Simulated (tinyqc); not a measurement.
# Worked calculation: deep-level transient spectroscopy

Computed by the program tinyqc: `OMP_NUM_THREADS=1 python tinyqc.py 2050056 2050057 out.jsonl`, one thread of a shared Intel Xeon 2.30GHz, about 0.01 s for the whole run. Printed values are rounded.

Schottky contact on an n-type layer with shallow donors Nd (all ionised) and a donor-like deep trap, neutral when filled and positive when empty; depletion approximation. Traps within lam of the depletion edge stay filled. A long pulse to Vp fills the traps beyond x1 = Wp - lam; back at Vr those between x1 and x2 = Wr - lam emit. A rate window reads S = C(t2) - C(t1).

Parameters, values chosen for the exercise; material values close to those of indium phosphide:

| symbol | value | unit | meaning |
|---|---|---|---|
| eps_r | 12.5 |  | relative permittivity |
| Nc | 5.66e17 | cm^-3 | conduction-band density of states at 300 K |
| vth | 4.2e7 | cm/s | thermal velocity at 300 K |
| Nd | 1.9e16 | cm^-3 | shallow donor density |
| Vbi | 0.77 | V | built-in voltage |
| Et | 0.31 | eV | depth of the trap below the conduction edge |
| sn | 2.6e-14 | cm^2 | capture cross-section |
| Nt | 3.6e14 | cm^-3 | trap density |
| Vr | 9 | V | reverse bias |
| Vp | 0.7 | V | reverse bias during the filling pulse |
| t1 | 2 | ms | first sampling time |
| t2 | 5 | ms | second sampling time |
| T | 167 | K | temperature of the transient |

Constants: q = 1.602176634e-19 C, kB = 1.380649e-23 J/K, eps0 = 8.8541878128e-14 F/cm where lengths are in cm. Results are converted to the units shown.

## Emission rate and rate window

Emission rate en = sn vth(T) Nc(T) exp(-Et/kB T) = sn g T^2 exp(-Et/kB T), g = vth Nc/(300 K)^2, as vth goes as T^0.5 and Nc as T^1.5 (degeneracy factor 1). For an exponential transient S peaks where en = ew = ln(t2/t1)/(t2 - t1).

g = 2.64133e20 cm^-2 s^-1 K^-2
en = 84.5187 1/s
1/en = 11.8317 ms
ew = 305.430 1/s

## Widths

lam = sqrt(2 eps0 eps_r (EF - ET)/(q Nd)), EF - ET = Et - (kB T/q) ln(Nc(T)/Nd), Nc(T) = Nc (T/300 K)^1.5. In the steady state at the band bending V, 2 eps0 eps_r V/q = Nd W^2 + Nt (W - lam)^2 (the second term only if W > lam). V = Vbi + Vr gives Wr and V = Vbi + Vp gives Wp; x1 = max(Wp - lam, 0).

lam = 141.101 nm
Wr = 837.401 nm
Wp = 325.951 nm
x1 = 184.850 nm
x2 = 696.300 nm
G = (x2^2 - x1^2)/Wr^2 = 0.642668

The rule Nt = 2 Nd |dC|/C assumes G = 1 and would understate Nt by a factor of about 1/G = 1.56 here (the limit of small Nt/Nd).

## The transient

```
sample,t (ms)
0,0
1,1
2,2
3,3.5
4,5
5,10
6,25
```

W(t)^2 = Wr^2 + (Nt/Nd)(x2^2 - x1^2) exp(-en t), C = eps0 eps_r/W; for small Nt, dC/C = -(Nt/2 Nd) G exp(-en t) with G = (x2^2 - x1^2)/Wr^2. S = C(t2) - C(t1).

```
sample,C (nF/cm^2),C - C(final) (pF/cm^2)
0,13.1370,-79.7419
1,13.1434,-73.3328
2,13.1493,-67.4349
3,13.1573,-59.4595
4,13.1643,-52.4217
5,13.1823,-34.4248
6,13.2071,-9.7163
```

S = 15.0133 pF/cm^2

## Step 1: peak temperature

T at the start = 300 K

Fixed-point step for en(T) = ew: T(new) = (Et q/kB)/ln(sn g T^2/ew), g = vth Nc/(300 K)^2.

T after step 1 = 167.882 K

## Course of the iteration for the peak temperature

Start from 300 K; stop when T changes by less than 1e-8 K.

Course of the iteration:
```
step,T (K),change (K)
1,167.882,132
2,177.499,9.62
3,176.529,0.970
4,176.624,0.0950
5,176.615,9.33e-3
6,176.616,9.16e-4
7,176.616,9.00e-5
8,176.616,8.84e-6
9,176.616,8.68e-7
10,176.616,8.52e-8
11,176.616,8.36e-9
```

Converged in 11 steps; each multiplies the error by -2 kB T/Et = -0.098.
